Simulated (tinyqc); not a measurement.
Electron mobility in a silicon inversion layer, empirical terms and Matthiessen rule: one step of the calculation.

Inversion layer of sheet density Ns on a uniformly doped body, under a high-permittivity gate with an interlayer. The mobility terms are empirical power laws with prefactors chosen for the exercise; adding their inverses (Matthiessen) is itself an approximation.

Question. Inversion density for the measured current. I = (W/L) q Ns mu Vd. E = q (Ndep + eta Ns)/(eps0 eps_r) in MV/cm. With t = T/(300 K): muC = Ac (Ns/1e12 cm^-2) t/(Nb/1e17 cm^-3 + Nit/1e11 cm^-2), muP = Ap E^(-1/3) t^(-1.75), muS = As E^(-gs), muR = Ar exp(2 ti/lr)/t; 1/mu is the sum of the inverses. Ns(new) = I/((W/L) q mu Vd).

Inputs (values chosen for the exercise); material values close to those of silicon: temperature T = 400 K; relative permittivity of the semiconductor eps_r = 11.8; body doping Nb = 2.8e18 cm^-3; weight of the inversion charge in the effective field eta = 0.5; phonon-limited mobility at 1 MV/cm and 300 K Ap = 462 cm^2/(V s); roughness-limited mobility at 1 MV/cm As = 879 cm^2/(V s); exponent of the roughness term gs = 2; Coulomb prefactor Ac = 3200 cm^2/(V s); charge at the interface Nit = 1.4e12 cm^-2; remote-phonon mobility without interlayer Ar = 240 cm^2/(V s); interlayer thickness ti = 1.2 nm; decay length of remote phonons lr = 0.8 nm; ratio W/L WL = 1; drain voltage Vd = 0.01 V; measured linear current I = 0.429 uA.

Constants: q = 1.602176634e-19 C, eps0 = 8.8541878128e-14 F/cm where lengths are in cm. Results are converted to the units shown.

Ns after iteration 1 = 3.1086672e12 cm^-2
Ndep = 8.4036304e12 cm^-2

Find: E; mu; Ns after iteration 2.

Answer.

E = 1.5270 MV/cm
mu = 97.851 cm^2/(V s)
Ns after iteration 2 = 2.7364e12 cm^-2

Program tinyqc, `OMP_NUM_THREADS=1 python tinyqc.py 2510131 2510132 out.jsonl`; Intel Xeon 2.30GHz, shared host, one thread, about 0.01 s.
